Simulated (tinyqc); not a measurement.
Berg model of reactive sputtering of a nitride or oxide: poisoning, hysteresis and pumping speed. Which input was changed? Computed by tinyqc, a small Python program. Command: `OMP_NUM_THREADS=1 python tinyqc.py 3004112 3004113 out.jsonl berg which`. One thread of a shared host (Intel(R) Xeon(R) Processor @ 2.30GHz), about 0.1 s of CPU time with the checks.

A diatomic gas reacts with bare metal on the target and on the collecting surfaces; ions remove metal and compound from the target. theta_t and theta_c are the compound fractions.

Inputs (values chosen for the exercise, close to those used for titanium nitride):

| quantity | value | unit |
|---|---|---|
| ion current density J | 23 | mA/cm^2 |
| target area A_t | 140 | cm^2 |
| collecting area A_c | 2200 | cm^2 |
| metal yield Y_m | 0.48 | - |
| compound yield Y_c | 0.13 | - |
| sticking coefficient alpha | 0.42 | - |
| reactive atoms per metal atom z | 1 | - |
| gas mass M | 28 | u |
| pumping speed S | 44 | l/s |
| gas temperature T | 300 | K |
| reactive partial pressure P | 0.012 | Pa |

Constants: e = 1.602176634e-19 C; u = 1.6605390666e-27 kg; k_B = 1.380649e-23 J/K.

Method. Ion flux j = J/e; gas flux F = P/sqrt(2 pi M k_B T). Target: (2/z) alpha F (1 - theta_t) = j Y_c theta_t. Sputtered flows F_c = j Y_c theta_t A_t, F_m = j Y_m (1 - theta_t) A_t. Collector: (2/z) alpha F (1 - theta_c) A_c + F_c (1 - theta_c) = F_m theta_c. Gas use Q = alpha F [(1 - theta_t) A_t + (1 - theta_c) A_c] + P S/(k_B T); 1 sccm = 4.4780e17 molecules/s. Rate R = F_m + F_c, given relative to j Y_m A_t. P is a single-valued function of the flow Q only if dQ/dP > 0 everywhere: S must exceed k_B T times the steepest fall of the surface terms with P.

Task: One of these inputs alone was changed, within the range given: ion current density J (11.5 to 46); target area A_t (70 to 280); metal yield Y_m (0.24 to 0.96); compound yield Y_c (0.065 to 0.26). Which one, and to what value?

Results:

| run | critical pumping speed (l/s) | total flow Q (sccm) | rate relative to clean metal |
|---|---|---|---|
| before | 213.0055 | 5.950949 | 0.5564720 |
| after | 259.7930 | 6.746224 | 0.5269035 |

Result:

Each candidate set to reproduce critical pumping speed, and what it then gives:

| candidate | range searched | value needed | total flow Q (sccm) | rate relative to clean metal |
|---|---|---|---|---|
| ion current density J (mA/cm^2) | 11.5 to 46 | no effect | - | - |
| target area A_t (cm^2) | 70 to 280 | out of reach | - | - |
| metal yield Y_m | 0.24 to 0.96 | 0.5850 | 6.7462 | 0.52690 |
| compound yield Y_c | 0.065 to 0.26 | 0.1067 | 5.3172 | 0.49112 |

Only metal yield Y_m fits every result: it went from 0.48 to 0.585. The next best candidate, compound yield Y_c, misses one result by 21 %.

Caution: here dQ/dP is negative, a branch that flow control cannot hold.
